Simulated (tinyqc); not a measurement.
Resonant-tunnelling diode, transfer matrices and Tsu-Esaki current: one step of the calculation.

Emitter (band edge 0), barrier d1, well Lw, barrier d2, collector (edge -V). The bias drops linearly over these layers and none in the contacts; each layer is cut into ns equal slices, flat at the value of their centres. E is the energy of motion across the layers, C = hbar^2/(2 m0), psi and psi'/m are continuous. Transport is coherent, T(E) is taken as independent of the transverse momentum, and charge in the well is ignored.

Question. Breit-Wigner parameters from a parabola through 1/T(E). Near a resonance 1/T(E) = (1/Tp) [1 + (2 (E - Er)/G)^2]. With y = 1/T(E) at E0 - h, E0, E0 + h: a = (y1 + y3 - 2 y2)/(2 h^2), b = (y3 - y1)/(2 h), Er = E0 - b/(2 a), 1/Tp = y2 - b^2/(4 a), G = 2 sqrt(1/(Tp a)), tau = hbar/G.

Constants: q = 1.602176634e-19 C, hbar = 1.054571817e-34 J s. Results are converted to the units shown.

three energies (eV): [0.110455, 0.112355, 0.114255]
T(E) at these energies: [0.39194594, 0.87282701, 0.64712272]

Find: Er; Tp; G; tau.

Answer.

Er = 0.11288 eV
Tp = 0.92970
G = 4.1482 meV
tau = 158.68 fs

The true maximum of T(E) lies at 0.11286 eV with height 0.9226 and full width 4.229 meV; the fitted G is 1.9 % below that width.

Computed by the program tinyqc: `OMP_NUM_THREADS=1 python tinyqc.py 2600002 2600003 out.jsonl`, one thread of a shared Intel Xeon 2.30GHz, about 0.2 s for the whole run.
